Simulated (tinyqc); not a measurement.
Chemical vapour deposition: Grove model, boundary layer, depletion and step coverage: one step, computed by the program tinyqc. Command: `OMP_NUM_THREADS=1 python tinyqc.py 3011729 3011730 out.jsonl cvd walk`. One thread of a shared host (Intel(R) Xeon(R) Processor @ 2.30GHz), about 0.01 s of CPU time with the checks.

A precursor diffuses to the surface and reacts there at first order; each molecule that reacts adds one formula unit of film.

Problem. Step coverage in a trench. In a long trench of width w and depth l = aspect ratio x w: Knudsen diffusivity D_K = (2w) c/3 (hydraulic diameter 2w), combined as 1/D_e = 1/D_K + 1/D; D_e d2C/dz2 = 2 k_s C/w with D_e dC/dz = -k_s C at the floor. With m = sqrt(2 k_s/(w D_e)): C(floor)/C(top) = 1/[cosh(m l) + (k_s/(D_e m)) sinh(m l)].

Inputs (values chosen for the exercise, close to those used for silicon nitride (counted as SiN4/3)): temperature T = 790 C; trench width w = 0.21 um; aspect ratio of the trench = 83.

Reactor: horizontal, atmospheric.

mean speed c = 47208.88 cm/s

gas diffusivity D = 2.696363 cm^2/s

surface rate constant k_s = 0.1838777 cm/s

Give: Knudsen diffusivity D_K; effective diffusivity D_e; modulus m l; step coverage.

Solution.

Knudsen diffusivity D_K = 0.6609 cm^2/s

effective diffusivity D_e = 0.5308 cm^2/s

modulus m l = 0.3166

step coverage = 0.9513

Gas collisions matter in the trench as well as wall collisions. Coverage is nearly conformal. Caution: the hydraulic-diameter form of D_K is rough for a slit.
